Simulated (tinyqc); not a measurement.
# Kinetic Monte Carlo and master equation for a particle on a ring of sites with traps and bias, step by step

A worked calculation. Computed by tinyqc, a small Python program that keeps every step. Command: `OMP_NUM_THREADS=1 python tinyqc.py 3015197 3015198 out.jsonl kmc walk`. One thread of a shared host (Intel(R) Xeon(R) Processor @ 2.30GHz), about 0.1 s of CPU time with the checks. Intermediate numbers are printed to about 6 digits and carried at full precision; extremes and crossings named in words are read from the listed rows.

8 sites on a ring, numbered 1 to 8. The saddle between i and i+1 lies at E0 + s b_i and site i at s eps_i; a force F tilts the landscape, with the saddle half-way.

Inputs (values chosen for the exercise, for a model defect): reference barrier E0 = 0.37 eV; scale factor s of the disorder = 1; attempt frequency nu = 19 THz; temperature T = 240 K; site spacing a = 2.3 angstrom; force F along the ring = 0.00069 eV/angstrom; seed of the random numbers = 335878.

Disorder: site traps.

site energies eps_i (eV): [-0.045, 0, 0, 0, 0, -0.019, 0, -0.048]

saddle shifts b_i between sites i and i+1 (eV): [0, 0, 0, 0, 0, 0, 0, 0]

Constants: k_B = 8.617333262e-05 eV/K.

## Rate table

Rates: k(i to i+1) = nu exp(-(E0 + s b_i - s eps_i - F a/2)/(k_B T)), k(i to i-1) = nu exp(-(E0 + s b_(i-1) - s eps_i + F a/2)/(k_B T)). Share right = k right/(k right + k left); mean stay = 1/(k right + k left).

Rates, shares of right hops and mean stays:
```
site  k right (1/s)  k left (1/s)  share right  mean stay (s)
1             38089         35276     0.519174    1.36305e-05
2            335551        310765     0.519174    1.54723e-06
3            335551        310765     0.519174    1.54723e-06
4            335551        310765     0.519174    1.54723e-06
5            335551        310765     0.519174    1.54723e-06
6            133899        124008     0.519174    3.87737e-06
7            335551        310765     0.519174    1.54723e-06
8             32946         30512     0.519174    1.57583e-05
```

The particle stays longest on site 8, 10.2 times as long as on the quickest site.

## Twelve steps of the residence-time algorithm

Random numbers:
```
step      r1      r2
1     0.8321  0.3930
2     0.2131  0.7561
3     0.3022  0.0400
4     0.7539  0.6853
5     0.0473  0.7323
6     0.2152  0.3415
7     0.5050  0.8221
8     0.7225  0.0727
9     0.0392  0.8762
10    0.1428  0.8874
11    0.7529  0.4857
12    0.5349  0.5727
```

Start on site 1 at t = 0. Hop right if r1 is below the share right, else left; advance the clock by -ln(r2) times the mean stay.

Trajectory:
```
step  site    hop     wait (s)    clock (s)  net hops
1        1   left  1.27302e-05  1.27302e-05        -1
2        8  right  4.40574e-06  1.71359e-05         0
3        1  right  4.38750e-05  6.10110e-05         1
4        2   left  5.84696e-07  6.15957e-05         0
5        1  right  4.24680e-06  6.58425e-05         1
6        2  right  1.66236e-06  6.75048e-05         2
7        3  right  3.03092e-07  6.78079e-05         3
8        4   left  4.05593e-06  7.18638e-05         2
9        3  right  2.04483e-07  7.20683e-05         3
10       4  right  1.84831e-07  7.22532e-05         4
11       5   left  1.11735e-06  7.33705e-05         3
12       4   left  8.62416e-07  7.42329e-05         2
```

## Steady state

Master equation dP/dt = W P, W_(i+1,i) = k right, W_(i-1,i) = k left, columns summing to zero. The steady state is its null vector; drift v = a sum P_i (k right - k left). D = a^2 lambda''(0)/2, where lambda(q) is the leading eigenvalue of W with right hops weighted by exp(q) and left hops by exp(-q). The slowest relaxation rate is minus the real part of the next eigenvalue of W. 1 angstrom = 1e-8 cm.

occupations P_i: [0.332433, 0.037735, 0.037735, 0.037735, 0.037735, 0.094564, 0.037735, 0.384327]

drift velocity v = 1.72091e-04 cm/s

diffusivity D = 5.20157e-11 cm^2/s

slowest relaxation rate = 67933.9 1/s

With equal saddles the steady current leaves the occupations at their Boltzmann values exp(-s eps_i/(k_B T))/Z.

## Closed form at zero force

At zero force D0 = a^2 nu exp(-E0/(k_B T)) / [<exp(-s eps/(k_B T))> <exp(s b/(k_B T))>], with means over the ring; Einstein relation v = D0 F/(k_B T); 1 angstrom = 1e-8 cm.

zero-force diffusivity D0 = 5.15688e-11 cm^2/s

D0 over the value without disorder = 0.301881

Einstein drift = 1.72049e-04 cm/s

F a/(k_B T) = 0.077; the true drift is 1.0002 times the Einstein value.

## Sampled drift against the exact one

400 independent walkers start on sites drawn with weights P_i (k right + k left), the steady shares of hops (random numbers not printed); the estimate is total displacement over total time, with its standard error from the spread between walkers.

Drift from sampling:
```
hops per walker  estimate (cm/s)  standard error (cm/s)  deviation in standard errors
10                   1.52103e-04            7.25100e-05                      -0.27566
30                   1.58272e-04            4.17572e-05                      -0.33093
100                  1.74322e-04            2.25117e-05                       0.09910
300                  1.81536e-04            1.28542e-05                       0.73481
1000                 1.81678e-04            7.25640e-06                       1.32117
3000                 1.72136e-04            4.17123e-06                       0.01081
```

The exact drift is 1.721e-4 cm/s. The standard error falls by a factor 3.10 from 100 to 1000 hops (sqrt10 = 3.16), and in the last row it is 2.4 % of the drift.

Checks made by the program: closed form against the master equation at zero force (relative difference 6e-06).
